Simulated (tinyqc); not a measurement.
Inside a calculation. Model: Debye-Callaway model of lattice thermal conductivity. Computed by tinyqc, a small Python program that keeps every step. Command: `OMP_NUM_THREADS=1 python tinyqc.py 3019572 3019573 out.jsonl callaway walk`. One thread of a shared host (Intel(R) Xeon(R) Processor @ 2.30GHz), about 0.01 s of CPU time with the checks. Intermediate numbers are printed to about 5 digits and carried at full precision; extremes and crossings named in words are read from the listed rows.

Three acoustic branches with one velocity v, cut at omega_D = k_B Theta/hbar; x = hbar omega/(k_B T). v and Theta are separate inputs: Theta cuts off the heat-carrying modes, so C need not reach 3 k_B/V. gamma is an effective value that sets the umklapp rate. Heat flows along the film.

Inputs (values chosen for the exercise, modelled on sodium chloride):
```
quantity                              value        unit
sound velocity v                       2790         m/s
Debye temperature Theta                 291           K
volume per atom V                      22.4  angstrom^3
mean atomic mass M                     29.2           u
effective Grueneisen parameter gamma    2.8           -
umklapp exponent divisor b                2           -
alloy fraction f                       0.44           -
mass difference Delta M                14.8           u
film thickness t                      0.073  micrometre
specularity p                             0           -
temperature T                           300           K
probe frequency omega/omega_D          0.65           -
```

Sample: film. Point defects: alloy. Normal processes: left out.

Constants: k_B = 1.380649e-23 J/K; hbar = 1.054571817e-34 J s; u = 1.6605390666e-27 kg.

## Mass-fluctuation parameter

For a random alloy on all sites Gamma = f (1 - f) (Delta M/M)^2, with M the mean mass; strain-field scattering is left out. A = V Gamma/(4 pi v^3).

Gamma = 0.063299

Rayleigh coefficient A = 5.1955e-42 s^3

## Scattering rates at one frequency

Rates: point defects A omega^4; umklapp B omega^2 T exp(-Theta/(b T)) with B = hbar gamma^2/(M v^2 Theta). Film: the bulk time tau of each mode, from the resistive rates above, is multiplied by the Fuchs-Sondheimer factor F = (3/2) int_0^1 (1 - u^2) [1 - (1 - p) (u/d) (1 - E)/(1 - p E)] du, with E = exp(-d/u), d = t/(v tau), by 48 Gauss-Legendre points in z with u = z^4; the boundary rate is defined as 1/(F tau) - 1/tau. The resistive time is tau_R = 1/(boundary + point-defect + umklapp rates), and the free path is v tau_R.

omega = 2.4764e+13 rad/s

Rates:
```
process        rate (1/s)  rate x tau_R
boundaries     1.4406e+10     0.0051069
point defects  1.9538e+12       0.69262
umklapp        8.5266e+11       0.30227
```

tau_R = 3.5450e-13 s

free path = 0.98906 nm

The strongest resistive process at this frequency: point defects, 69 % of the resistive rate.

## The integrand on a coarse grid

x runs in ten equal steps to min(Theta/T, 12); g = x^4 e^x/(e^x - 1)^2; tau_C is the inverse of all rates summed; the last column is c tau_C g with c = (k_B/(2 pi^2 v)) (k_B T/hbar)^3.

Integrand:
```
x            g   tau_C (s)  c tau_C g (W/(m K))
0.097  0.00940  2.5724e-11               3.6735
0.194  0.03752  8.7180e-12               4.9681
0.291  0.08409  3.5036e-12               4.4748
0.388  0.14867  1.6187e-12               3.6553
0.485  0.23067  8.3118e-13               2.9122
0.582  0.32932  4.6308e-13               2.3164
0.679  0.44373  2.7539e-13               1.8561
0.776  0.57285  1.7274e-13               1.5030
0.873  0.71552  1.1325e-13               1.2308
0.970  0.87047  7.7055e-14               1.0188
```

Among these rows the integrand is largest at x = 0.19.

## Thermal conductivity

kappa_1 = c int tau_C g dx, g = x^4 e^x/(e^x - 1)^2, c = (k_B/(2 pi^2 v)) (k_B T/hbar)^3, over 0 < x < min(Theta/T, 40), by 96 Gauss-Legendre points in s with x = x_max s^2; tau_C = tau_R, the inverse of the summed rates, and kappa = kappa_1. Heat capacity C = 3 c int g dx / v^2; grey free path 3 kappa/(C v); the median free path v tau_C halves kappa_1 when the quadrature points are ordered by free path (each counted at half its weight, interpolated in the logarithm); likewise at 10 % and 90 %.

kappa_1 = 2.6467 W/(m K)

kappa = 2.6467 W/(m K)

heat capacity C = 1.6999e+06 J/(m^3 K)

grey free path = 1.6742 nm

median free path = 6.0734 nm

free path at 10 % of kappa_1 = 0.51766 nm

free path at 90 % of kappa_1 = 54.314 nm

The median free path is 3.6 times the grey one: a small share of the heat capacity, at low frequency, carries much of the heat. The middle 80 % of kappa_1 spans a factor 100 in free path. Caution: for so large a Gamma the Rayleigh formula is only rough near omega_D.

## Leaving out one process at a time

The formulas are those given above.

Conductivity at T:
```
case                   kappa (W/(m K))  ratio to all
all processes                   2.6467             1
without point defects           5.7893        2.1874
without boundaries              3.3884        1.2802
```

Removing point defects raises kappa most, by a factor 2.19; removing boundaries gives only 1.28.

## Conductivity against temperature

The formulas are those given above.

Kappa (W/(m K)):
```
T (K)  all processes  without point defects
17            1.7717                 14.363
29            3.1138                 34.828
49            4.2714                 50.244
87            4.6276                 32.813
150           3.9672                 15.255
230           3.1506                 8.2890
380           2.2357                 4.2679
```

kappa peaks among these rows at 87 K (T/Theta = 0.299) with 4.63 W/(m K). The exponent d ln kappa/d ln T is 1.06 at the cold end and -0.68 at the hot end, flatter than 1/T since point defects or boundaries still cut part of the spectrum. Point defects cost most at 49 K, a factor 11.8.

Checks made by the program: heat capacity against the Debye function (relative difference below 1e-10).
